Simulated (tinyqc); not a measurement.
Worked calculation: RKS/LDA (VWN5) in the cc-pvdz basis, for He, spin multiplicity 1. One step of it, computed by the program tinyqc.

Question. Iteration 2: building the Kohn-Sham matrix. J_ij = sum D_kl (ij|kl); F = H + J + V_xc; E = tr D H + tr D J / 2 + E_xc + E_nn.

D after iteration 1, lower triangle:
```
           1He 1s    1He 2s   1He 2px   1He 2py   1He 2pz
1He 1s   0.693883
1He 2s   0.589423  0.558532
1He 2px  0.000000  0.000000  0.000000
1He 2py  0.000000  0.000000  0.000000  0.000000
1He 2pz  0.000000  0.000000  0.000000  0.000000  0.000000
```

core Hamiltonian H = T + V (hartree), lower triangle:
```
            1He 1s     1He 2s   1He 2px   1He 2py   1He 2pz
1He 1s   -1.880253
1He 2s   -1.545789  -1.294671
1He 2px   0.000000   0.000000  0.784997
1He 2py   0.000000   0.000000  0.000000  0.784997
1He 2pz   0.000000   0.000000  0.000000  0.000000  0.784997
```

Two-electron integrals (ij|kl) in chemists' order, unique and non-zero (hartree):
```
(11|11) 1.543036   (21|11) 0.784979   (21|21) 0.426774   (22|11) 0.803460
(22|21) 0.475908   (22|22) 0.615562   (31|31) 0.177307   (32|31) 0.142524
(32|32) 0.130008   (33|11) 1.099799   (33|21) 0.627782   (33|22) 0.734404
(33|33) 1.040531   (41|41) 0.177307   (42|41) 0.142524   (42|42) 0.130008
(43|43) 0.063706   (44|11) 1.099799   (44|21) 0.627782   (44|22) 0.734404
(44|33) 0.913119   (44|44) 1.040531   (51|51) 0.177307   (52|51) 0.142524
(52|52) 0.130008   (53|53) 0.063706   (54|54) 0.063706   (55|11) 1.099799
(55|21) 0.627782   (55|22) 0.734404   (55|33) 0.913119   (55|44) 0.913119
(55|55) 1.040531
```

nuclear repulsion = 0 hartree

V_xc (hartree), lower triangle:
```
            1He 1s     1He 2s    1He 2px    1He 2py    1He 2pz
1He 1s   -0.838011
1He 2s   -0.417253  -0.395283
1He 2px   0.000000   0.000000  -0.578464
1He 2py   0.000000   0.000000   0.000000  -0.578464
1He 2pz   0.000000   0.000000   0.000000   0.000000  -0.578464
```

E_xc = sum of w rho eps_xc = -0.98751759 hartree

Give: Coulomb J; Kohn-Sham matrix F; total energy of this density.

Answer.

Coulomb J (hartree), lower triangle:
```
         1He 1s  1He 2s  1He 2px  1He 2py  1He 2pz
1He 1s    2.445
1He 2s    1.314   1.462
1He 2px   0.000   0.000    1.913
1He 2py   0.000   0.000    0.000    1.913
1He 2pz   0.000   0.000    0.000    0.000    1.913
```

Kohn-Sham matrix F (hartree), lower triangle:
```
         1He 1s  1He 2s  1He 2px  1He 2py  1He 2pz
1He 1s   -0.273
1He 2s   -0.649  -0.228
1He 2px   0.000   0.000    2.120
1He 2py   0.000   0.000    0.000    2.120
1He 2pz   0.000   0.000    0.000    0.000    2.120
```

total energy of this density = -2.80670 hartree

This density is a damped mixture and is not idempotent.
